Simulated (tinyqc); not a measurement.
# Free and trapped electrons in a MOS channel with a dense trap tail, step by step

tinyqc, about 0.03 s, one thread, Intel Xeon 2.30GHz (shared host): `OMP_NUM_THREADS=1 python tinyqc.py 2222030 2222031 out.jsonl` Printed values are rounded.

p-type body, charge-sheet picture, full ionisation (an idealisation for deep acceptors), Boltzmann statistics for free electrons. e = Ec - EF at the surface. Acceptor-like traps of density D(E) = D0 + De exp(-E/Ew) at depth E below Ec, from 0 to Eu, hold n_t = integral of D(E)/(1 + exp((e - E)/Vt)). psi = Eg - Vt ln(Nv/Na) - e; N_dep = sqrt(2 eps0 eps_r Na (psi - Vt)/q); n_f = sqrt(N_dep^2 + 2 eps0 eps_r Vt Nc exp(-e/Vt)/q) - N_dep; Vg = Vfb + psi + q (N_dep + n_t + n_f)/Cox, Cox = eps0 eox/tox.

Inputs (values chosen for the exercise); band and dielectric values close to those of gallium nitride: temperature T = 475 K; band gap Eg = 3.44 eV; relative permittivity eps_r = 9.43; conduction-band density of states at T Nc = 4.52e18 cm^-3; valence-band density of states at T Nv = 9.03e19 cm^-3; relative permittivity of the insulator eox = 3.9; insulator thickness tox = 53 nm; acceptor density Na = 7.5e16 cm^-3; flat-band voltage without trapped charge Vfb = -2.27 V; constant background density of acceptor-like traps D0 = 1.1e11 cm^-2 eV^-1; density of the tail at the conduction edge De = 5e12 cm^-2 eV^-1; decay energy of the tail Ew = 0.1 eV; depth below Ec down to which the traps reach Eu = 0.78 eV; mobility of free electrons mf = 110 cm^2/(V s); Ec - EF at the surface e = 0.118 eV.

Constants: q = 1.602176634e-19 C, kB = 1.380649e-23 J/K, Vt = kB T/q, eps0 = 8.8541878128e-14 F/cm where lengths are in cm. Results are converted to the units shown.

## Trapped charge

Trapezoid rule on 16 equal steps from 0 to Eu, f = 1/(1 + exp((e - E)/Vt)).

E, point 0 to 16 (eV): [0, 0.04875, 0.0975, 0.146250, 0.195, 0.243750, 0.2925, 0.341250, 0.39, 0.438750, 0.4875, 0.536250, 0.585, 0.633750, 0.6825, 0.731250, 0.78]
D(E) f, point 0 to 16 (cm^-2 eV^-1): [2.70881e11, 4.94732e11, 7.53169e11, 8.44680e11, 7.12739e11, 5.22684e11, 3.73071e11, 2.73623e11, 2.10935e11, 1.72091e11, 1.48158e11, 1.33441e11, 1.24398e11, 1.18843e11, 1.15431e11, 1.13336e11, 1.12049e11]
n_t = 2.58511e11 cm^-2

With 1600 steps n_t = 2.592e11 cm^-2; the coarse value is 0.28 % below it.

## Charges and gate voltage

psi, N_dep, n_f and Vg as defined, with the n_t given; free share n_f/(n_f + n_t); apparent mobility mf n_f/(n_f + n_t); gate voltage spent on traps q n_t/Cox.

psi = 3.03165 V
N_dep = 1.52900e12 cm^-2
n_f = 3.49005e10 cm^-2
Vg = 5.24312 V
free share = 11.8947 %
apparent mobility = 13.0842 cm^2/(V s)
gate voltage spent on traps = 0.635700 V
